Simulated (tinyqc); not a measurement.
Inside a calculation. Method: RHF in the sto-3g basis, for BeH2, spin multiplicity 1. One step of it, computed by the program tinyqc.

Task: Iteration 1: building the Fock matrix. J_ij = sum D_kl (ij|kl), K_ij = sum D_kl (ik|jl); F = H + J - 0.5 K; E = tr D H + tr D J / 2 - 0.25 tr D K + E_nn.

D at the start, order 1Be 1s, 1Be 2s, 1Be 2px, 1Be 2py, 1Be 2pz, 2H 1s, 3H 1s:
$$\begin{pmatrix}
2.146557 & -0.563645 & 0.000000 & -0.000818 & -0.023824 & 0.013133 & 0.010994 \\
-0.563645 & 2.155436 & 0.000000 & 0.004587 & 0.098462 & -0.019378 & -0.008567 \\
0.000000 & 0.000000 & 0.000000 & 0.000000 & 0.000000 & 0.000000 & 0.000000 \\
-0.000818 & 0.004587 & 0.000000 & 2.146076 & 0.001162 & -0.114804 & 0.103963 \\
-0.023824 & 0.098462 & 0.000000 & 0.001162 & 0.004500 & -0.000928 & -0.000337 \\
0.013133 & -0.019378 & 0.000000 & -0.114804 & -0.000928 & 0.006344 & -0.005448 \\
0.010994 & -0.008567 & 0.000000 & 0.103963 & -0.000337 & -0.005448 & 0.005110
\end{pmatrix}$$

core Hamiltonian H = T + V (hartree), order 1Be 1s, 1Be 2s, 1Be 2px, 1Be 2py, 1Be 2pz, 2H 1s, 3H 1s:
$$\begin{pmatrix}
-8.439347 & -2.080762 & 0.000000 & 0.000480 & -0.000715 & -0.174337 & -0.193858 \\
-2.080762 & -2.666202 & 0.000000 & 0.003941 & -0.007209 & -0.644465 & -0.686434 \\
0.000000 & 0.000000 & -2.154039 & 0.000000 & 0.000000 & 0.000000 & 0.000000 \\
0.000480 & 0.003941 & 0.000000 & -2.285212 & 0.000131 & -0.774713 & 0.816262 \\
-0.000715 & -0.007209 & 0.000000 & 0.000131 & -2.154227 & -0.029753 & -0.031254 \\
-0.174337 & -0.644465 & 0.000000 & -0.774713 & -0.029753 & -1.738815 & -0.013936 \\
-0.193858 & -0.686434 & 0.000000 & 0.816262 & -0.031254 & -0.013936 & -1.767680
\end{pmatrix}$$

Two-electron integrals (ij|kl) in chemists' order, unique and non-zero (hartree):
```
(11|11) 2.298831    (21|11) 0.392036    (21|21) 0.079539    (22|11) 0.570988
(22|21) 0.143041    (22|22) 0.417683    (31|31) 0.014607    (32|31) 0.021888
(32|32) 0.092265    (33|11) 0.569578    (33|21) 0.143083    (33|22) 0.417589
(33|33) 0.449859    (41|41) 0.014607    (42|41) 0.021888    (42|42) 0.092265
(43|43) 0.024249    (44|11) 0.569578    (44|21) 0.143083    (44|22) 0.417589
(44|33) 0.401360    (44|44) 0.449859    (51|51) 0.014607    (52|51) 0.021888
(52|52) 0.092265    (53|53) 0.024249    (54|54) 0.024249    (55|11) 0.569578
(55|21) 0.143083    (55|22) 0.417589    (55|33) 0.401360    (55|44) 0.401360
(55|55) 0.449859    (61|11) 0.031881    (61|21) 0.006467    (61|22) 0.011747
(61|33) 0.011672    (61|41) 0.000589    (61|42) 0.001111    (61|44) 0.011903
(61|51) 0.000022    (61|52) 0.000042    (61|54) 0.000009    (61|55) 0.011672
(61|61) 0.000553    (62|11) 0.107731    (62|21) 0.027546    (62|22) 0.091979
(62|33) 0.088178    (62|41) 0.003511    (62|42) 0.024453    (62|44) 0.099472
(62|51) 0.000133    (62|52) 0.000927    (62|54) 0.000428    (62|55) 0.088194
(62|61) 0.002483    (62|62) 0.035346    (63|31) 0.002077    (63|32) 0.010679
(63|43) 0.003860    (63|53) 0.000146    (63|63) 0.002562    (64|11) 0.128331
(64|21) 0.033114    (64|22) 0.115142    (64|33) 0.108555    (64|41) 0.005506
(64|42) 0.037370    (64|44) 0.128169    (64|51) 0.000130    (64|52) 0.001012
(64|54) 0.000598    (64|55) 0.108572    (64|61) 0.003070    (64|62) 0.049344
(64|64) 0.070023    (65|11) 0.004867    (65|21) 0.001256    (65|22) 0.004367
(65|33) 0.004117    (65|41) 0.000130    (65|42) 0.001012    (65|44) 0.004568
(65|51) 0.002082    (65|52) 0.010717    (65|54) 0.003877    (65|55) 0.004411
(65|61) 0.000116    (65|62) 0.001871    (65|64) 0.002559    (65|65) 0.002659
(66|11) 0.282220    (66|21) 0.073197    (66|22) 0.274299    (66|33) 0.256513
(66|41) 0.009083    (66|42) 0.086079    (66|44) 0.309391    (66|51) 0.000344
(66|52) 0.003265    (66|54) 0.002006    (66|55) 0.256589    (66|61) 0.006631
(66|62) 0.144104    (66|64) 0.210333    (66|65) 0.007977    (66|66) 0.774606
(71|11) 0.035471    (71|21) 0.007194    (71|22) 0.013061    (71|33) 0.012978
(71|41) -0.000649   (71|42) -0.001224   (71|44) 0.013235    (71|51) 0.000025
(71|52) 0.000046    (71|54) -0.000010   (71|55) 0.012978    (71|61) 0.000559
(71|62) 0.002328    (71|64) 0.002738    (71|65) 0.000111    (71|66) 0.006206
(71|71) 0.000683    (72|11) 0.115515    (72|21) 0.029519    (72|22) 0.098104
(72|33) 0.094072    (72|41) -0.003774   (72|42) -0.025986   (72|44) 0.106052
(72|51) 0.000143    (72|52) 0.000982    (72|54) -0.000453   (72|55) 0.094090
(72|61) 0.002241    (72|62) 0.016523    (72|64) 0.019689    (72|65) 0.000874
(72|66) 0.048898    (72|71) 0.002958    (72|72) 0.039469    (73|31) 0.002277
(73|32) 0.011591    (73|43) -0.004141   (73|53) 0.000157    (73|63) 0.000830
(73|73) 0.002936    (74|11) -0.136139   (74|21) -0.035121   (74|22) -0.121675
(74|33) -0.114669   (74|41) 0.005942    (74|42) 0.039778    (74|44) -0.135536
(74|51) -0.000139   (74|52) -0.001066   (74|54) 0.000632    (74|55) -0.114687
(74|61) -0.002604   (74|62) -0.019445   (74|64) -0.022986   (74|65) -0.001017
(74|66) -0.058131   (74|71) -0.003624   (74|72) -0.054722   (74|74) 0.077223
(75|11) 0.005147    (75|21) 0.001328    (75|22) 0.004600    (75|33) 0.004335
(75|41) -0.000139   (75|42) -0.001066   (75|44) 0.004811    (75|51) 0.002282
(75|52) 0.011631    (75|54) -0.004159   (75|55) 0.004649    (75|61) 0.000106
(75|62) 0.000866    (75|64) 0.001019    (75|65) 0.000875    (75|66) 0.002588
(75|71) 0.000137    (75|72) 0.002069    (75|74) -0.002809   (75|75) 0.003043
(76|11) 0.002318    (76|21) 0.000573    (76|22) 0.001626    (76|33) 0.001612
(76|41) 1.68e-06    (76|42) 0.000010    (76|44) 0.001652    (76|51) 0.000007
(76|52) 0.000034    (76|54) 2.64e-07    (76|55) 0.001613    (76|61) 0.000047
(76|62) 0.000367    (76|64) 0.000463    (76|65) 0.000022    (76|66) 0.001107
(76|71) 0.000052    (76|72) 0.000385    (76|74) -0.000479   (76|75) 0.000022
(76|76) 0.000006    (77|11) 0.289424    (77|21) 0.075057    (77|22) 0.280245
(77|33) 0.261732    (77|41) -0.009533   (77|42) -0.089039   (77|44) 0.316802
(77|51) 0.000360    (77|52) 0.003366    (77|54) -0.002082   (77|55) 0.261811
(77|61) 0.005709    (77|62) 0.046662    (77|64) 0.056110    (77|65) 0.002496
(77|66) 0.143137    (77|71) 0.007572    (77|72) 0.152971    (77|74) -0.222085
(77|75) 0.008397    (77|76) 0.001107    (77|77) 0.774606
```

nuclear repulsion = 2.43205743 hartree

Give: Coulomb J; exchange K; Fock matrix F; total energy of this density.

Result:

Coulomb J (hartree), order 1Be 1s, 1Be 2s, 1Be 2px, 1Be 2py, 1Be 2pz, 2H 1s, 3H 1s:
$$\begin{pmatrix}
6.8892 & 1.3526 & 0.0000 & 0.0001 & 0.0035 & 0.1108 & 0.1232 \\
1.3526 & 2.8095 & 0.0000 & 0.0001 & 0.0166 & 0.5970 & 0.6381 \\
0.0000 & 0.0000 & 2.7743 & 0.0000 & 0.0000 & 0.0000 & 0.0000 \\
0.0001 & 0.0001 & 0.0000 & 2.8695 & 0.0000 & 0.7410 & -0.7848 \\
0.0035 & 0.0166 & 0.0000 & 0.0000 & 2.7745 & 0.0295 & 0.0312 \\
0.1108 & 0.5970 & 0.0000 & 0.7410 & 0.0295 & 1.7202 & 0.0112 \\
0.1232 & 0.6381 & 0.0000 & -0.7848 & 0.0312 & 0.0112 & 1.7633
\end{pmatrix}$$

exchange K (hartree), order 1Be 1s, 1Be 2s, 1Be 2px, 1Be 2py, 1Be 2pz, 2H 1s, 3H 1s:
$$\begin{pmatrix}
4.6965 & 0.8309 & 0.0000 & 0.0001 & 0.0024 & 0.0765 & 0.0848 \\
0.8309 & 1.0936 & 0.0000 & 0.0003 & 0.0457 & 0.2534 & 0.2738 \\
0.0000 & 0.0000 & 0.2555 & 0.0000 & 0.0000 & 0.0000 & 0.0000 \\
0.0001 & 0.0003 & 0.0000 & 1.1127 & 0.0004 & 0.2807 & -0.3022 \\
0.0024 & 0.0457 & 0.0000 & 0.0004 & 0.2574 & 0.0121 & 0.0128 \\
0.0765 & 0.2534 & 0.0000 & 0.2807 & 0.0121 & 0.1769 & -0.0045 \\
0.0848 & 0.2738 & 0.0000 & -0.3022 & 0.0128 & -0.0045 & 0.2042
\end{pmatrix}$$

Fock matrix F (hartree), order 1Be 1s, 1Be 2s, 1Be 2px, 1Be 2py, 1Be 2pz, 2H 1s, 3H 1s:
$$\begin{pmatrix}
-3.8984 & -1.1436 & 0.0000 & 0.0005 & 0.0017 & -0.1018 & -0.1130 \\
-1.1436 & -0.4035 & 0.0000 & 0.0039 & -0.0134 & -0.1742 & -0.1852 \\
0.0000 & 0.0000 & 0.4925 & 0.0000 & 0.0000 & 0.0000 & 0.0000 \\
0.0005 & 0.0039 & 0.0000 & 0.0280 & 0.0000 & -0.1740 & 0.1826 \\
0.0017 & -0.0134 & 0.0000 & 0.0000 & 0.4916 & -0.0063 & -0.0065 \\
-0.1018 & -0.1742 & 0.0000 & -0.1740 & -0.0063 & -0.1071 & -0.0005 \\
-0.1130 & -0.1852 & 0.0000 & 0.1826 & -0.0065 & -0.0005 & -0.1065
\end{pmatrix}$$

total energy of this density = -14.509857 hartree
